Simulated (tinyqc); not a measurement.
Worked calculation: thin (001) film in sp3s* tight binding with raised dangling bonds. Values are carried at full precision from step to step, so a last printed digit may differ when a step is redone from the rounded ones.

sp3s* tight binding, nearest neighbours only: anion (a) at 0, cation (c) at a/4 (1,1,1), orbitals s, px, py, pz, s* on each; k in units of 2 pi/a. With phases e_j = exp(i (pi/2) k.n_j) for n = (1,1,1), (1,-1,-1), (-1,1,-1), (-1,-1,1): g0 = (e1+e2+e3+e4)/4, g1 = (e1+e2-e3-e4)/4, g2 = (e1-e2+e3-e4)/4, g3 = (e1-e2-e3+e4)/4. The diagonal holds the levels Esa, Epa, Exa (s*) and Esc, Epc, Exc. Anion-cation block: <sa|sc> = Vss g0; <sa|xc> = Vsapc g1; <xa|sc> = -Vscpa g1; <xa|xc> = Vxx g0; <xa|yc> = <ya|xc> = Vxy g3, <xa|zc> = <za|xc> = Vxy g2, <ya|zc> = <za|yc> = Vxy g1; <s*a|xc> = Vxapc g1; <xa|s*c> = -Vpaxc g1; y and z take g2 and g3 in place of g1; s-s* and s*-s* vanish.

Values chosen for the exercise (out of a larger set: near a published set for SiC, fitted to gaps, whose masses and valley positions are rough; not measured data):
```
symbol  value                                                                                          unit  meaning
p       (-8.511, 2.118, -4.84, 4.36, 9.712, 9.347, -12.515, 3.045, 5.926, 9.443, 9.257, 8.768, 4.388)  eV    order Esa, Epa, Esc, Epc, Exa, Exc, Vss, Vxx, Vxy, Vsapc, Vscpa, Vxapc, Vpaxc
N       5                                                                                                    atomic planes in the small film
dl      10                                                                                             eV    shift of the dangling hybrids
```

## Bulk edges along [001]

Gap at Gamma and minimum on (0,0,kz), kz from 0.5 to 1, from the bulk Ev. States at zero in-plane momentum come from this line alone.

edges (eV): Gamma 5.9792, Delta 2.2855

kz of the minimum = 1.0000 2 pi/a

## The two blocks of the small film

Planes alternate anion (a), cation (c) along [001], a/4 apart, starting with an anion; zero in-plane momentum; levels counted from the bulk Ev, the lower root of [[Epa, Vxx], [Vxx, Epc]]; no spin-orbit coupling. Block of s, pz, s*: from an anion to the cation above, Vss/2 (s,s), Vsapc/2 (s,z), -Vscpa/2 (z,s), Vxx/2 (z,z), Vxapc/2 (s*,z), -Vpaxc/2 (z,s*); to the cation below the same with the s-z and s*-z signs reversed. Block of u = (px + py)/sqrt2 and v = (px - py)/sqrt2: to the cation above (Vxx + Vxy)/2 for u and (Vxx - Vxy)/2 for v, to the cation below the reverse. Each surface atom has two dangling sp3 hybrids; raising both by dl adds (dl/2) [[1, t], [t, 1]] to its s, pz levels (t = -1 at the bottom face, +1 at the top) and dl to the one of u, v in whose plane the missing bonds lie (v for a bottom anion or a top cation, u for a top anion).

Fill them in.

s, pz, s* block (eV):
```
        sa1     za1    *a1     sc2     zc2     *c2     sa3     za3     *a3     sc4     zc4     *c4
sa1  -3.505  -5.000      0  -6.258   4.721       0       0       0       0       0       0       0
za1  -5.000   7.124      0  -4.628   1.522  -2.194       0       0       0       0       0       0
*a1       0       0  9.718       0   4.384       0       0       0       0       0       0       0
sc2  -6.258  -4.628      0  -4.834       0       0  -6.258   4.628       0       0       0       0
zc2   4.721   1.522  4.384       0   4.366       0  -4.721   1.522  -4.384       0       0       0
*c2       0  -2.194      0       0       0   9.353       0   2.194       0       0       0       0
sa3       0       0      0  -6.258  -4.721       0  -8.505       0       0  -6.258   4.721       0
za3       0       0      0   4.628   1.522   2.194       0   2.124       0  -4.628   1.522  -2.194
*a3       0       0      0       0  -4.384       0       0       0   9.718       0   4.384       0
sc4       0       0      0       0       0       0  -6.258  -4.628       0  -4.834       0       0
zc4       0       0      0       0       0       0   4.721   1.522   4.384       0   4.366       0
*c4       0       0      0       0       0       0       0  -2.194       0       0       0   9.353
sa5       0       0      0       0       0       0       0       0       0  -6.258  -4.721       0
za5       0       0      0       0       0       0       0       0       0   4.628   1.522   2.194
*a5       0       0      0       0       0       0       0       0       0       0  -4.384       0

        sa5    za5     *a5
sa1       0      0       0
za1       0      0       0
*a1       0      0       0
sc2       0      0       0
zc2       0      0       0
*c2       0      0       0
sa3       0      0       0
za3       0      0       0
*a3       0      0       0
sc4  -6.258  4.628       0
zc4  -4.721  1.522  -4.384
*c4       0  2.194       0
sa5  -3.505  5.000       0
za5   5.000  7.124       0
*a5       0      0   9.718
```

u, v block (eV):
```
       ua1     va1     uc2     vc2     ua3     va3     uc4     vc4     ua5    va5
ua1  2.124       0   4.486       0       0       0       0       0       0      0
va1      0  12.124       0  -1.440       0       0       0       0       0      0
uc2  4.486       0   4.366       0  -1.440       0       0       0       0      0
vc2      0  -1.440       0   4.366       0   4.486       0       0       0      0
ua3      0       0  -1.440       0   2.124       0   4.486       0       0      0
va3      0       0       0   4.486       0   2.124       0  -1.440       0      0
uc4      0       0       0       0   4.486       0   4.366       0  -1.440      0
vc4      0       0       0       0       0  -1.440       0   4.366       0  4.486
ua5      0       0       0       0       0       0  -1.440       0  12.124      0
va5      0       0       0       0       0       0       0   4.486       0  2.124
```

## Levels of the small film

Diagonalise both blocks.

levels of the s, pz, s* block (eV): -18.220  -14.618  -11.394  -4.668  2.794  4.464  5.168  5.917  7.560  7.862  9.718  11.588  12.539  12.848  16.220

levels of the u, v block (eV): -2.161  -2.161  -0.772  -0.772  7.068  7.068  8.503  8.503  12.465  12.465

No level lies between 0 and the bulk edge 2.286 eV; confinement has widened the gap at zero in-plane momentum to 3.566 eV.

## Checks

- Lowest conduction level of 201 planes, with the dangling hybrids shifted far away, against the bulk edge: both 2.286.

Computed by tinyqc, a small Python program: `OMP_NUM_THREADS=1 python tinyqc.py 1480232 1480233 out.jsonl` (the numbers bound the seed that draws the inputs); one thread of a shared host (Intel(R) Xeon(R) Processor @ 2.30GHz), about 0.3 s for the whole set of steps.
